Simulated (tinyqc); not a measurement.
Hartree-Fock atom on a uniform radial grid, spin-unpolarised, for Li+, step by step. Computed by tinyqc, a small Python program that keeps every step. Settings: Z = 3, points = 64, R = 5.6, functional = hf2, mixing = 0.2, iteration cap = 57. Command: `OMP_NUM_THREADS=1 python tinyqc.py 26203 26204 out.jsonl` (the two numbers bound the seeds that draw the settings). One thread of a shared host (Intel(R) Xeon(R) Processor @ 2.60GHz), about 0.03 s of CPU time with the checks.

Spherical atom on a uniform radial grid r_j = j h with h = R/(N + 1), h sum u^2 = 1 and integrals as h times sums, u(0) = u(R) = 0 (atomic units):
```
parameter           value
Z                       3
points N               64
R                5.600000
h                0.086154
mixing           0.200000
electrons in 1s         2
```

Three-point differences turn -u''/2 + [l(l+1)/2r^2 - Z/r + V] u = e u into a tridiagonal matrix (diagonal 1/h^2 + potential, off-diagonal -1/2h^2). D = sum f u^2; the Hartree potential y/r solves y'' = -D/r with y(0) = 0, y(R) = N_e; for two electrons in one orbital exchange is -V_H/2 (Hartree-Fock); E = sum f e - int D V + int D (V_H/2 + eps_xc); V(new) = V + mixing (V_H + v_xc - V).

Stop when input and output potentials agree to 1e-7.

Course of the cycle (hartree):
```
iteration           E     e(1s)  largest |V(out) - V(in)|
1          -6.9922754  -4.42726                  2.90e+00
2          -7.0344773  -4.05716                  2.26e+00
3          -7.0616406  -3.76917                  1.76e+00
4          -7.0788621  -3.54477                  1.36e+00
5          -7.0896370  -3.36968                  1.06e+00
6          -7.0963022  -3.23291                  8.21e-01
7          -7.1003859  -3.12597                  6.36e-01
8          -7.1028681  -3.04226                  4.93e-01
9          -7.1043669  -2.97668                  3.82e-01
10         -7.1052673  -2.92528                  2.96e-01
11         -7.1058058  -2.88495                  2.29e-01
...               ...       ...                       ...
47         -7.1065953  -2.73649                  3.67e-05
48         -7.1065953  -2.73649                  2.92e-05
49         -7.1065953  -2.73648                  2.32e-05
50         -7.1065953  -2.73648                  1.85e-05
51         -7.1065953  -2.73647                  1.47e-05
52         -7.1065953  -2.73647                  1.17e-05
53         -7.1065953  -2.73647                  9.33e-06
54         -7.1065953  -2.73647                  7.43e-06
55         -7.1065953  -2.73647                  5.92e-06
56         -7.1065953  -2.73646                  4.71e-06
57         -7.1065953  -2.73646                  3.75e-06
```

Can the last value be used, and what does the course show?

Not by the stop rule, although the second column moves by less than 1e-07 over the last three steps; and the uniform grid itself carries an error of order h^2 at the cusp, far above the threshold. Not converged within 57 iterations: the residual falls steadily but slowly, by a factor of about 0.80 a step. Reruns (cap 100 unless said): mixing 0.3: converged in 47; mixing 0.6: converged in 19; the original settings with a cap of 400: converged in 74. Even converged, this uniform grid resolves the cusp poorly and misses the energy of the atom.
